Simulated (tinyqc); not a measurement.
## Stability and critical current from long pulses

Inverse problem. For long pulses a magnetic tunnel junction switches at I = Ic0 [1 - ln(tp/t0)/Delta]. Find Ic0 and Delta.

Parameters, values chosen for the exercise:
- t0 = 1 ns (attempt time)

switching current for pulses of 0.0001 and 1 s (uA): [18.796199, 13.914078]

Answer. I is linear in ln tp: it equals Ic0 at tp = t0, and the slope is -Ic0/Delta.

Ic0 = 24.9 uA
Delta = 47.0

tinyqc, about 0.01 s, one thread, Intel Xeon 2.30GHz (shared host): `OMP_NUM_THREADS=1 python tinyqc.py 2450068 2450069 out.jsonl`
